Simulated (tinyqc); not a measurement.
Width of layer A: type-II superlattice in the two-band Kane model.

Motion along the axis, period d = a + b, c = hbar^2/2m0. Conduction and light-hole bands couple: (E - Ec)(E - Ev) = Ep c k^2 in each layer, with mass m(E) = (E - Ev)/Ep, which may be negative. The conduction envelope psi and psi'/m(E) are continuous; a layer carries them by [[cos kt, (m/k) sin kt], [-(k/m) sin kt, cos kt]] (cosh and sinh for k^2 < 0), and cos(q d) = tr(M_B M_A)/2. C1 is the first miniband above EvB, with its bottom at tr/2 = +1 and its top at -1; the gap is the bottom of C1 less the top heavy-hole level HH1.

Heavy holes are uncoupled: with e = EvB - E, p = sqrt(mhB e/c), w = sqrt(mhA (EvB - EvA - e)/c), the top level HH1 at q = 0 solves (p/mhB) tan(p b/2) = (w/mhA) tanh(w a/2).

Constants: hbar^2/2m0 = 3.80998211 eV angstrom^2; hc = 1239.841984 eV nm.

Values chosen for the exercise (near those of an InAs/GaSb superlattice; shifted at random, so the results belong to these values and not to a real crystal):
- b = 45 angstrom (layer B)
- EcA = 0 eV (conduction edge of A)
- EvA = -0.422 eV (valence edge of A)
- EcB = 0.965 eV (conduction edge of B)
- EvB = 0.153 eV (valence edge of B)
- EpA = 14.2 eV (coupling energy in A)
- EpB = 17.9 eV (coupling energy in B)
- mhA = 0.32 m0 (heavy hole in A)
- mhB = 0.27 m0 (heavy hole in B)
- As = (18, 27, 36, 46, 53, 64, 76) angstrom (widths of layer A)

Bottom of C1 (tr/2 = +1, above EvB), HH1, the gap and hc/gap; widths at which C1 no longer starts above EvB are left out.

Results:
```
a (angstrom)  C1 (eV)  HH1 (eV)  gap (meV)  cut-off (micrometre)
18             0.5468    0.1091      437.7                  2.83
27             0.4087    0.1085      300.2                  4.13
36             0.3156    0.1084      207.2                  5.98
46             0.2446    0.1084      136.2                  9.10
64             0.1648    0.1084       56.4                 21.99
```

Give the missing row, a (angstrom) = 53.

Computed row:
```
a (angstrom)  C1 (eV)  HH1 (eV)  gap (meV)  cut-off (micrometre)
53             0.2080    0.1084       99.6                 12.45
```

From a = 18 to 64 angstrom C1 falls by 382 meV while HH1 moves by -0.7 meV, so layer A tunes the gap, from 438 to 56 meV. The cut-off shifts by 0.144 micrometre per angstrom at the thin end and 0.867 at the thick end: long wavelengths need tight control of the thickness.

Program tinyqc; command `OMP_NUM_THREADS=1 python tinyqc.py 1252741 1252742 out.jsonl`; about 0.05 s on one thread of a shared Intel(R) Xeon(R) Processor @ 2.30GHz.
